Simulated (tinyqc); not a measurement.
What moves the results: Bethe-Salpeter matrix of a two-band chain (Tamm-Dancoff form). A value that a table varies takes the place of the one given here.

One valence and one conduction band, lattice period 1, mesh k = 2 pi j/N. Pair energies D(k) = Eg + 2 t sum(1 - cos k), t = tc + tv. Screened attraction W(R) = U at R = 0 and V/|R| otherwise, R over the N cells with the nearest image; W(q) = sum_R W(R) cos(q R). H(k, k') = D(k) delta - W(k - k')/Nk + 2 J/Nk for singlets (J = 0 for triplets), Nk the number of k points. With a constant transition dipole the strength of a state is f = (sum_k A_k)^2/Nk, and the f sum to 1.

Values chosen for the exercise: Eg = 3 eV (quasiparticle gap); tc = 0.1 eV (conduction hopping); tv = 0.51 eV (valence hopping); U = 1.51 eV (attraction in the same cell); V = 0.57 eV (attraction at one cell distance); J = 0.22 eV (exchange in the same cell); fs = (0.1, 0.25, 0.5, 1, 1.5, 2, 3) (scale factors of U and V).

## Convergence with the k mesh

Lowest triplet and singlet, and f of the singlet, against N.

Results:
```
N    Eg - E triplet (eV)  Eg - E singlet (eV)  f singlet
4                 0.9240               0.6917     0.4505
6                 0.8777               0.6328     0.4688
8                 0.8705               0.6179     0.4893
12                0.8694               0.6144     0.4983
20                0.8694               0.6143     0.4988
40                0.8694               0.6143     0.4988
100               0.8694               0.6143     0.4988
```

What does this show, and why?

The coarsest mesh misjudges the singlet binding by +0.0774 eV against the finest: a mesh of N points along an axis repeats the pair every N cells. The triplet is within 1 meV of the last row from N = 12 on. The singlet is within 1 meV of the last row from N = 12 on. The more tightly bound triplet is the smaller object in R, so it needs no more points than the singlet.

## Strength of the attraction

Triplets, N = 100; U and V scaled together, as weaker screening would do. f is the weight at R = 0. For V = 0 the infinite chain has binding sqrt(4 t^2 + U^2) - 2t and f = U/sqrt(4 t^2 + U^2), t = tc + tv.

Results:
```
scale   U/t  binding (eV)      f  Eg - second level (eV)  contact formula (eV)
0.10   0.25        0.0330  0.158                  0.0011                0.0093
0.25   0.62        0.1261  0.289                  0.0083                0.0571
0.50   1.24        0.3360  0.447                  0.0328                0.2147
1.0    2.48        0.8694  0.654                  0.1266                0.7213
1.5    3.71        1.4886  0.776                  0.2698                1.3527
2.0    4.95        2.1551  0.848                  0.4497                2.0371
3.0    7.43        3.5603  0.921                  0.8806                3.4714
```

What can be read from the table?

The binding grows with exponent 1.46 between scales 0.1 and 0.25 and 1.24 over the last two rows (below 2 for a wide pair in a chain, where 1/|R| brings logarithms, 1 for a pair held in one cell). f rises from 0.158 to 0.921. On this mesh a second level lies below the gap from scale 0.1 on; in an infinite lattice the tail V/|R| binds a whole series at any scale. The binding exceeds Eg in the rows from scale 3 on, where the ground state itself would be unstable. The tail V/|R| adds 0.089 eV to the contact value in the last row and 0.024 eV in the first.

## Exciton band

Triplets, solved in the electron-hole distance R on a ring of 60 cells, total momentum Q: D = Eg + 2 tc (1 - cos(k + Q/2)) + 2 tv (1 - cos(k - Q/2)), so the hopping in R has size |t(Q)| = sqrt(tc^2 + tv^2 + 2 tc tv cos Q) and the continuum starts at Eg + 2 (tc + tv) - 2 |t(Q)|.

Results:
```
Q/pi   |t(Q)| (eV)  continuum edge (eV)  exciton (eV)  binding (eV)  weight at R = 0
0.000       0.6100               3.0000        2.1306        0.8694            0.654
0.167       0.5987               3.0226        2.1476        0.8750            0.660
0.333       0.5667               3.0867        2.1950        0.8916            0.678
0.500       0.5197               3.1806        2.2627        0.9179            0.704
0.667       0.4681               3.2838        2.3341        0.9497            0.736
0.833       0.4263               3.3673        2.3892        0.9781            0.763
1.000       0.4100               3.4000        2.4101        0.9899            0.774
```

How do the results move?

The exciton band is 0.2795 eV wide, against 0.4000 eV for the edge of the continuum: binding narrows it, since electron and hole must hop together. The binding grows from 0.869 to 0.990 eV as |t(Q)| falls. Between the first two rows the exciton rises 0.75 times as much as the edge, so it is heavier than the free pair.

## What each parameter does

N = 100: lowest singlet, its binding and f, and the singlet-triplet splitting. Each row changes one parameter from the base and keeps the others.

Results:
```
case          singlet (eV)  binding (eV)      f  splitting (eV)
base                2.3857        0.6143  0.499          0.2551
Eg = 3.2 eV         2.5857        0.6143  0.499          0.2551
tc = 0.13 eV        2.3940        0.6060  0.487          0.2490
tv = 0.31 eV        2.3171        0.6829  0.606          0.3070
U = 1.81 eV         2.2191        0.7809  0.609          0.2975
V = 0.67 eV         2.3402        0.6598  0.470          0.2427
J = 0.33 eV         2.4859        0.5141  0.411          0.3553
```

What can be read from the table?

The largest shifts from the base row, up to three for each result and ties (the steps differ in size, so this ranks the rows, not the parameters). singlet (eV): Eg +0.2000, U -0.1666, J +0.1001. binding (eV): U +0.1666, J -0.1001, tv +0.0687; unchanged at the printed digits by Eg. f: U +0.111, tv +0.107, J -0.087; unchanged at the printed digits by Eg. splitting (eV): J +0.1001, tv +0.0518, U +0.0424; unchanged at the printed digits by Eg. At zero total momentum only the sum tc + tv enters.

tinyqc: `OMP_NUM_THREADS=1 python tinyqc.py 1252139 1252140 out.jsonl`; about 0.1 s, one thread, shared Intel(R) Xeon(R) Processor @ 2.30GHz.
